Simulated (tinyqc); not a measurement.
Inside a calculation. Model: one anharmonic mode: perturbation theory, self-consistent phonons and exact levels. Computed by tinyqc, a small Python program that keeps every step. Command: `OMP_NUM_THREADS=1 python tinyqc.py 3015928 3015929 out.jsonl scp walk`. One thread of a shared host (Intel(R) Xeon(R) Processor @ 2.30GHz), about 0.04 s of CPU time with the checks. Intermediate numbers are printed to about 6 digits and carried at full precision; extremes and crossings named in words are read from the listed rows.

V(x) = k x^2/2 + b x^4 for one coordinate x of mass M. A constant K > 0 gives hbar Omega = sqrt((hbar^2/u) K/M) with K in eV/angstrom^2 and M in u.

Inputs (values chosen for the exercise, for a model mode):

| quantity | value | unit |
|---|---|---|
| mode mass M | 17.4 | u |
| harmonic constant k | 0.551 | eV/angstrom^2 |
| quartic constant b | 0.223 | eV/angstrom^4 |
| temperature T | 290 | K |
| mixing | 0.7 | - |
| basis size N of the small matrix | 7 | - |

Shape: single well.

Constants: hbar^2/u = 4.18015928e-03 eV angstrom^2; k_B = 8.617333262e-05 eV/K.

## Harmonic values and first-order shift

<x^2> = (hbar Omega/(2K)) coth(hbar Omega/(2 k_B T)) at K = k; first order in b shifts the quantum by 6 b <x^2> hbar Omega/k.

harmonic quantum = 11.5053 meV

harmonic <x^2> = 0.0461527 angstrom^2

first-order shift = 1.28943 meV

## Self-consistent cycle

Self-consistent phonon, centred at x = 0: K = k + 12 b <x^2>, <x^2> = (hbar Omega/(2K)) coth(hbar Omega/(2 k_B T)). Start at K = |k|; K(new) = K + mixing x (K_out - K), but at least K/20; stop when |K_out - K| < 1e-9 |k| or after 90 steps.

Iterations:

| step | K (eV/angstrom^2) | hbar Omega (meV) | K_out | K_out - K |
|---|---|---|---|---|
| 0 | 0.551000 | 11.5053 | 0.674505 | 1.23505e-01 |
| 1 | 0.637453 | 12.3750 | 0.658043 | 2.05899e-02 |
| 2 | 0.651866 | 12.5141 | 0.655723 | 3.85723e-03 |
| 3 | 0.654566 | 12.5400 | 0.655300 | 7.33958e-04 |
| 4 | 0.655080 | 12.5450 | 0.655220 | 1.40054e-04 |
| 5 | 0.655178 | 12.5459 | 0.655205 | 2.67392e-05 |
| 6 | 0.655197 | 12.5461 | 0.655202 | 5.10561e-06 |
| 7 | 0.655200 | 12.5461 | 0.655201 | 9.74889e-07 |
| 8 | 0.655201 | 12.5461 | 0.655201 | 1.86150e-07 |
| 9 | 0.655201 | 12.5461 | 0.655201 | 3.55446e-08 |
| 10 | 0.655201 | 12.5461 | 0.655201 | 6.78708e-09 |
| 11 | 0.655201 | 12.5461 | 0.655201 | 1.29596e-09 |
| 12 | 0.655201 | 12.5461 | 0.655201 | 2.47458e-10 |

converged (1 yes, 0 no) = 1

self-consistent K = 0.655201 eV/angstrom^2

Converged at step 12.

## Self-consistent results

Its free energy is F = k_B T ln[2 sinh(hbar Omega/(2 k_B T))] + (k - K)<x^2>/2 + 3 b <x^2>^2, an upper bound to the exact one.

self-consistent quantum = 12.5461 meV

self-consistent <x^2> = 0.0389391 angstrom^2

self-consistent free energy = -17.9727 meV

## Hamiltonian in a small basis

Basis: oscillator states n of the constant |k|, with x = s (a + a+), s^2 = hbar Omega/(2|k|); H = hbar Omega (n + 1/2) + (k - |k|) x^2/2 + b x^4, with exact matrix elements of x^2 and x^4.

H (meV), lower triangle (symmetric):
```
        1        2        3        4        5        6        7
1  5.8256
2  0.0000  17.6225
3  0.2063   0.0000  29.7112
4  0.0000   0.5954   0.0000  42.0916
5  0.1191   0.0000   1.1788   0.0000  54.7636
6  0.0000   0.2663   0.0000   1.9567   0.0000  67.7273
7  0.0000   0.0000   0.4612   0.0000   2.9290   0.0000  80.9828
```

## Levels in the small basis

Diagonalise H.

levels (meV): 5.8235  17.6071  29.6555  41.9566  54.4914  67.8777  81.3127

## Exact levels and averages

Exact values use 120 basis states: F = -k_B T ln sum exp(-E_n/(k_B T)), and <x^2> is the Boltzmann mean.

lowest exact levels (meV): 5.8235  17.6071  29.6554  41.9534  54.4878  67.2473

E_1 - E_0 = 11.7836 meV

exact free energy = -18.0135 meV

exact <x^2> = 0.0393378 angstrom^2

The self-consistent free energy lies 0.041 meV above the exact one, and its <x^2> is -1.0 % off. The small basis misses E_0 by 2.21e-08 meV.

## Three descriptions against temperature

The classical <x^2> is int x^2 exp(-V/(k_B T)) dx / int exp(-V/(k_B T)) dx (2001 points over six exact widths each way).

Results:

| T (K) | hbar Omega, self-consistent (meV) | <x^2>, self-consistent | <x^2>, exact | F, self-consistent (meV) | F, exact (meV) | <x^2>, classical |
|---|---|---|---|---|---|---|
| 6.7 | 11.7866 | 0.0101912 | 0.0101934 | 5.82381 | 5.82354 | 0.00104258 |
| 16 | 11.7867 | 0.0101951 | 0.0101973 | 5.82354 | 5.82327 | 0.00247284 |
| 33 | 11.7953 | 0.0105106 | 0.0105137 | 5.77845 | 5.77813 | 0.00503951 |
| 60 | 11.8472 | 0.0124205 | 0.0124298 | 5.26916 | 5.26836 | 0.00900011 |
| 110 | 11.9946 | 0.0178861 | 0.0179284 | 2.64124 | 2.63765 | 0.0160090 |
| 190 | 12.2478 | 0.0274329 | 0.0275902 | -4.87632 | -4.89093 | 0.0265047 |
| 320 | 12.6306 | 0.0422491 | 0.0427382 | -22.4845 | -22.5359 | 0.0421239 |
| 530 | 13.1661 | 0.0637343 | 0.0650286 | -59.3680 | -59.5263 | 0.0646812 |

The self-consistent quantum hardens from 11.79 to 13.17 meV, since a wider spread samples the steep quartic walls. Its <x^2> misses by 0.0 % at the lowest T and -2.0 % at the highest; the excess in F runs from 0.000 to 0.158 meV. The classical value is 0.10 of the exact one at the lowest T and 0.995 at the highest.

Checks made by the program: dF/dK = 0 at the solution (relative difference below 1e-10).
